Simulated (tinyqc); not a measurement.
Drifting, spreading and decaying minority pulse (Haynes-Shockley), backward Euler time steps: two steps of the calculation.

Low injection in a uniform field: dn/dt = D d2n/dx2 - v dn/dx - n/tau with D = mu Vt and v = mu F towards +x. Exact solution on an infinite bar for a Gaussian start at x0: n = N0 exp(-t/tau) exp(-(x - x0 - v t)^2/(2 s^2))/sqrt(2 pi s^2), s^2 = s0^2 + 2 D t.

Parameters, values chosen for the exercise; mobility close to that of silicon at room temperature:
- T = 300 K (temperature)
- mu = 1350 cm^2/(V s) (minority-carrier mobility)
- F = 2.1 V/cm (sweep field along the drift)
- hx = 350 um (mesh step)
- tau = 0.00032 s (lifetime)
- dt = 2.1e-5 s (time step)

Constants: q = 1.602176634e-19 C, kB = 1.380649e-23 J/K, Vt = kB T/q. Results are converted to the units shown.

Task 1. Coefficients of the scheme. Exponentially fitted fluxes: d = F hx/Vt, B(d) = d/(exp(d) - 1), k = D dt/hx^2; (L n)_i = a n_(i-1) + b n_i + c n_(i+1) with a = k B(-d), c = k B(d), b = -a - c - dt/tau. Explicit steps keep n positive for dt up to 1/[(D/hx^2)(B(d) + B(-d)) + 1/tau].

Wanted: D; v; d; a; b; c; positivity limit of dt.

Result 1.

D = 34.90 cm^2/s
v = 2835 cm/s
d = 2.843
a = 1.806
b = -1.977
c = 0.1052
positivity limit of dt = 1.062e-5 s

Task 2. Densities after a time step. (L n)_i = a n_(i-1) + b n_i + c n_(i+1), n = 0 beyond the ends. Backward Euler step: solve n(new) - L n(new) = n.

a = 1.8062011
b = -1.9770273
c = 0.10520114
n at t = 0, node 1 to 9 (in units of 1e11 cm^-3): [0.0343537, 0.6836406, 4.1128273, 7.4801678, 4.1128273, 0.6836406, 0.0343537, 0.0005219, 0.0000024]

Give: n at t = 1 dt.

Result 2.

n at t = 1 dt, node 1 to 9 (in units of 1e11 cm^-3): [0.0222, 0.3030, 1.6951, 3.6718, 3.6986, 2.5295, 1.5809, 0.9803, 0.5948]

Computed by the program tinyqc: `OMP_NUM_THREADS=1 python tinyqc.py 2310041 2310042 out.jsonl`, one thread of a shared Intel Xeon 2.30GHz, about 0.01 s for the whole run.
